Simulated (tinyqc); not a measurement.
Gas flow in a process chamber: flow regimes, conductance, effective pumping speed, pump-down, outgassing and purge: one step, computed by the program tinyqc. Command: `OMP_NUM_THREADS=1 python tinyqc.py 3120932 3120933 out.jsonl pump walk`. One thread of a shared host (Intel(R) Xeon(R) Processor @ 2.30GHz), about 0.08 s of CPU time with the checks.

Ideal gas, isothermal flow, a pump of constant speed at the end of a round pipe; process gas, volume gas and outgassing are given the same properties. 1 sccm = 101325 Pa x 1e-6 m^3/60 s x T/273.15 K.

Problem. Purging a well-mixed chamber. With steady flow a contaminant decays as exp(-t/residence time); gas used = flow x time.

Inputs (values chosen for the exercise, modelled on hydrogen near room temperature): temperature T = 300 K; process gas flow = 66 sccm.

residence time = 0.3376064 s

Give: time to dilute 1e3 times; time to dilute 1e6 times; gas used for 1e6.

Solution.

time to dilute 1e3 times = 2.3321 s

time to dilute 1e6 times = 4.6642 s

gas used for 1e6 = 5.1306 standard cm^3
